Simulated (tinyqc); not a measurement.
Regular and subregular solution with a miscibility gap: one step, computed by the program tinyqc. Command: `OMP_NUM_THREADS=1 python tinyqc.py 3028886 3028887 out.jsonl regsol walk`. One thread of a shared host (Intel(R) Xeon(R) Processor @ 2.30GHz), about 0.02 s of CPU time with the checks.

Per mole of mixing sites: G(x) = x (1 - x) [L0 + L1 (1 - 2x)] + R T [x ln x + (1 - x) ln(1 - x)], x the fraction of B.

Problem. G, chemical potentials and activities. G' = L0 (1 - 2x) + L1 (1 - 6x + 6x^2) + R T ln[x/(1 - x)]; G'' = -2 L0 - 6 L1 (1 - 2x) + R T/[x (1 - x)]. mu_A = G - x G', mu_B = G + (1 - x) G', activity = exp(mu/(R T)).

Inputs (values chosen for the exercise, for a model semiconductor alloy): asymmetry L1 = 0 kJ/mol; temperature T = 111 K.

L0 = 2.383236 kJ/mol

Constants: R = 8.314462618 J/(mol K).

Give: G, G'' and activities at x = 0.02, 0.1, 0.2, 0.35, 0.5, 0.65, 0.8, 0.9, 0.98.

Solution.

G, G'' and activities at x = 0.02, 0.1, 0.2, 0.35, 0.5, 0.65, 0.8, 0.9, 0.98:

| x | G (kJ/mol) | G'' (kJ/mol) | activity of A | activity of B |
|---|---|---|---|---|
| 0.02 | -0.04377 | 42.32 | 0.981 | 0.239 |
| 0.10 | -0.08553 | 5.49 | 0.924 | 0.810 |
| 0.20 | -0.08051 | 1.00 | 0.887 | 1.044 |
| 0.35 | -0.05535 | -0.71 | 0.892 | 1.042 |
| 0.50 | -0.04390 | -1.07 | 0.954 | 0.954 |
| 0.65 | -0.05535 | -0.71 | 1.042 | 0.892 |
| 0.80 | -0.08051 | 1.00 | 1.044 | 0.887 |
| 0.90 | -0.08553 | 5.49 | 0.810 | 0.924 |
| 0.98 | -0.04377 | 42.32 | 0.239 | 0.981 |

G'' is negative at 3 of the nine compositions (0.35, 0.5, 0.65), where the solution is unstable.
